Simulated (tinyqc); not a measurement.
From results back to parameters: Kane-Mele model of a buckled honeycomb layer in a normal field. Five cases, with inputs chosen for the exercise.

Problem. The gaps of the two spins at a valley are 2|D - lam| and 2 (D + lam), where 2 lam is the gap at zero field and D = e b Ez > 0. The layer is known to be an ordinary band insulator. The gaps come from hidden lam and Ez.

Case 1.

Values chosen (out of a larger set: of the size used for silicene; not measured data): b = 0.23 angstrom (half the buckling height).

gaps (meV): 8.5200  30.1200

Case 2.

Values chosen (out of a larger set: of the size used for stanene; not measured data): b = 0.38 angstrom (half the buckling height).

gaps (meV): 133.2000  505.2000

Case 3.

Values chosen (out of a larger set: of the size used for germanene; not measured data): b = 0.34 angstrom (half the buckling height).

gaps (meV): 51.6000  179.6000

Case 4.

Values chosen (out of a larger set: of the size used for silicene; not measured data): b = 0.23 angstrom (half the buckling height).

gaps (meV): 4.6400  17.4400

Case 5.

Values chosen (out of a larger set: of the size used for stanene; not measured data): b = 0.37 angstrom (half the buckling height).

gaps (meV): 128.2000  508.2000

Find: lam; Ez.

Solution. A quarter of the sum is the larger of D and lam, a quarter of the difference the smaller; the gaps alone cannot say which is which. Here D > lam.

Case 1.

lam = 5.40 meV
Ez = 0.0420 V/angstrom

Case 2.

lam = 93.00 meV
Ez = 0.420 V/angstrom

Case 3.

lam = 32.00 meV
Ez = 0.170 V/angstrom

Case 4.

lam = 3.20 meV
Ez = 0.0240 V/angstrom

Case 5.

lam = 95.00 meV
Ez = 0.430 V/angstrom

Computed by tinyqc, one run a case: `OMP_NUM_THREADS=1 python tinyqc.py N N+1 out.jsonl` with N = 1480355, 1480604, 1480706, 1480887, 1481107; one thread of a shared Intel(R) Xeon(R) Processor @ 2.30GHz, about 0.03 s a run at most.
